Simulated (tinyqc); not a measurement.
Worked calculation: metal-induced gap states at the contact of a metal chain and a two-band chain. Values are carried at full precision from step to step, so a last printed digit may differ when a step is redone from the rounded ones.

The semiconductor alternates sites A at -Eg/2 and C at +Eg/2 with hopping -t; the gap runs from -Eg/2 to Eg/2. In the gap cosh(q a) = 1 + (Eg^2/4 - E^2)/(2 t^2) and the amplitude changes by -exp(-q a) a period. The metal has site energy 0 and hopping -tm; its end site has g_m = (E - i sqrt(4 tm^2 - E^2))/(2 tm^2). Sites 1, 2, ... count into the semiconductor, with energies e1, e2 alternating. The clean half chain has g1 = 1/(E - e1 - t^2 g2), g2 = 1/(E - e2 - t^2 g1), decaying root. With the contact G11 = 1/(1/g1 - tc^2 g_m), and the density on site j is -Im G_jj/pi = |psi_j/psi_1|^2 (-Im G11/pi), per spin, with psi_2/psi_1 = -t g2, psi_3/psi_2 = -t g1.

Constants: e^2/(4 pi eps0) = 14.39964547 eV angstrom.

Values chosen for the exercise (gap and optical dielectric constant near those of Si; the chain itself is a model; shifted at random, so the results belong to these values and not to a real crystal):

| symbol | value | unit | meaning |
|---|---|---|---|
| Eg | 1.17 | eV | gap |
| t | 2.61 | eV | hopping in the semiconductor |
| a | 3.84 | angstrom | period (two sites); one chain for each area a^2 |
| E | 0.46 | eV | energy from mid-gap |
| tm | 1.99 | eV | hopping in the metal |
| tc | 1.64 | eV | hopping across the contact |
| end | A |  | site that touches the metal |
| eps | 12.1 |  | dielectric constant |

## Decay in the gap

Form cosh(q a), l = exp(-q a), q and the decay length 1/(2q) of the density.

cosh(q a) = 1.00959
l = 0.87078
q = 0.03603 1/angstrom
xi, the decay length of the density = 13.876 angstrom

## Green functions

The decaying root is g1 = (1 - l)/(E - e1), g2 = (1 - l)/(E - e2), l = exp(-q a). Form them, g_m and G11.

g1, g2 (1/eV): 0.12365  -1.03375

g_m = 0.05808-0.49914i 1/eV
G11 = 0.12258-0.02075i 1/eV

## Density site by site

D1 = -Im G11/pi, D2 = (t g2)^2 D1, and each further period multiplies by l^2. The sum over all sites is (D1 + D2)/(1 - l^2). The Green functions stand in the order g1, g2.

density on sites 1 to 8 (1/eV): 0.00660  0.04808  0.00501  0.03646  0.00380  0.02764  0.00288  0.02096

Ds, the density per spin summed over the semiconductor = 0.22622 1/eV

The first period holds 24 % of the gap states at this energy.

## Pinning factor

Gap states per area N = 2 Ds/a^2 (two spins). Charge in them sits a distance xi from the metal, so S = 1/(1 + 4 pi e^2 N xi/eps), e^2 meaning e^2/(4 pi eps0); S is the change of the barrier per change of the metal work function.

N = 3.068e+14 1/(eV cm^2)
4 pi e^2 N xi/eps = 6.3671
S = 0.1357

Strong pinning, near the Bardeen limit S = 0.

## Checks

- g1 from the closed form against decimation: both 0.123655.

Run: tinyqc, `OMP_NUM_THREADS=1 python tinyqc.py 1450065 1450066 out.jsonl`; Intel(R) Xeon(R) Processor @ 2.30GHz, one thread, shared host; about 0.01 s of CPU time with all checks.
